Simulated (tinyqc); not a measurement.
Inside a calculation. Model: free and trapped electrons in a MOS channel with a dense trap tail.

Computed by the program tinyqc: `OMP_NUM_THREADS=1 python tinyqc.py 2222175 2222176 out.jsonl`, one thread of a shared Intel Xeon 2.30GHz, about 0.02 s for the whole run. Printed values are rounded.

p-type body, charge-sheet picture, full ionisation (an idealisation for deep acceptors), Boltzmann statistics for free electrons. e = Ec - EF at the surface. Acceptor-like traps of density D(E) = D0 + De exp(-E/Ew) at depth E below Ec, from 0 to Eu, hold n_t = integral of D(E)/(1 + exp((e - E)/Vt)). psi = Eg - Vt ln(Nv/Na) - e; N_dep = sqrt(2 eps0 eps_r Na (psi - Vt)/q); n_f = sqrt(N_dep^2 + 2 eps0 eps_r Vt Nc exp(-e/Vt)/q) - N_dep; Vg = Vfb + psi + q (N_dep + n_t + n_f)/Cox, Cox = eps0 eox/tox.

Parameters, values chosen for the exercise; band and dielectric values close to those of 4H silicon carbide:
```
symbol,value,unit,meaning
T,250,K,temperature
Eg,3.22,eV,band gap
eps_r,9.79,,relative permittivity
Nc,1.28e19,cm^-3,conduction-band density of states at T
Nv,1.92e19,cm^-3,valence-band density of states at T
eox,3.9,,relative permittivity of the insulator
tox,40,nm,insulator thickness
Na,3.3e16,cm^-3,acceptor density
Vfb,-2,V,flat-band voltage without trapped charge
D0,6e10,cm^-2 eV^-1,constant background density of acceptor-like traps
De,9.8e12,cm^-2 eV^-1,density of the tail at the conduction edge
Ew,0.12,eV,decay energy of the tail
Eu,0.63,eV,depth below Ec down to which the traps reach
mf,110,cm^2/(V s),mobility of free electrons
e,0.06,eV,Ec - EF at the surface
```

Constants: q = 1.602176634e-19 C, kB = 1.380649e-23 J/K, Vt = kB T/q, eps0 = 8.8541878128e-14 F/cm where lengths are in cm. Results are converted to the units shown.

## Trapped charge

Trapezoid rule on 13 equal steps from 0 to Eu, f = 1/(1 + exp((e - E)/Vt)).

| point | E (eV) | D(E) f (cm^-2 eV^-1) |
|---|---|---|
| 0 | 0 | 5.732163e11 |
| 1 | 0.04846154 | 2.438255e12 |
| 2 | 0.09692308 | 3.753451e12 |
| 3 | 0.1453846 | 2.922321e12 |
| 4 | 0.1938462 | 2.004363e12 |
| 5 | 0.2423077 | 1.360736e12 |
| 6 | 0.2907692 | 9.287340e11 |
| 7 | 0.3392308 | 6.401067e11 |
| 8 | 0.3876923 | 4.473653e11 |
| 9 | 0.4361538 | 3.186620e11 |
| 10 | 0.4846154 | 2.327207e11 |
| 11 | 0.5330769 | 1.753337e11 |
| 12 | 0.5815385 | 1.370137e11 |
| 13 | 0.63 | 1.114257e11 |

n_t = 7.609132e11 cm^-2

With 1600 steps n_t = 7.650e11 cm^-2; the coarse value is 0.54 % below it.

## Charges and gate voltage

psi, N_dep, n_f and Vg as defined, with the n_t given; free share n_f/(n_f + n_t); apparent mobility mf n_f/(n_f + n_t); gate voltage spent on traps q n_t/Cox.

psi = 3.022852 V
N_dep = 1.035232e12 cm^-2
n_f = 8.542796e10 cm^-2
Vg = 4.514884 V
free share = 10.09380 %
apparent mobility = 11.10318 cm^2/(V s)
gate voltage spent on traps = 1.412187 V
